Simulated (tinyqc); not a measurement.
Classical nucleation, growth and JMAK kinetics of crystallisation from a melt or glass: one step, computed by the program tinyqc.

A spherical nucleus with a sharp interface of isotropic energy gamma; lambda = Omega^(1/3) is the jump distance.

Problem. Critical nucleus. Driving force per volume: dG = H (T_m - T)/T_m. Shape factor f = 1. W(r) = f [4 pi r^2 gamma - (4/3) pi r^3 dG]; r* = 2 gamma/dG; W* = f 16 pi gamma^3/(3 dG^2); n* = f (4/3) pi r*^3/Omega.

Inputs (values chosen for the exercise, for a model substance):
```
quantity                      value        unit
melting point T_m              1660           K
heat of melting per volume H   2150      J/cm^3
interface energy gamma        0.244       J/m^2
atomic volume Omega            12.5  angstrom^3
temperature T                  1025           K
```

Nucleation: homogeneous. Driving force: Turnbull (linear).

Constants: e = 1.602176634e-19 C; k_B = 1.380649e-23 J/K.

Give: driving force dG; shape factor f; critical radius r*; barrier W*; atoms in the nucleus n*; W*/(k_B T).

Solution.

driving force dG = 822.4 J/cm^3

shape factor f = 1

critical radius r* = 0.5934 nm

barrier W* = 2.246 eV

atoms in the nucleus n* = 70.00

W*/(k_B T) = 25.43

W* equals n* Omega dG/2 = 2.246 eV.
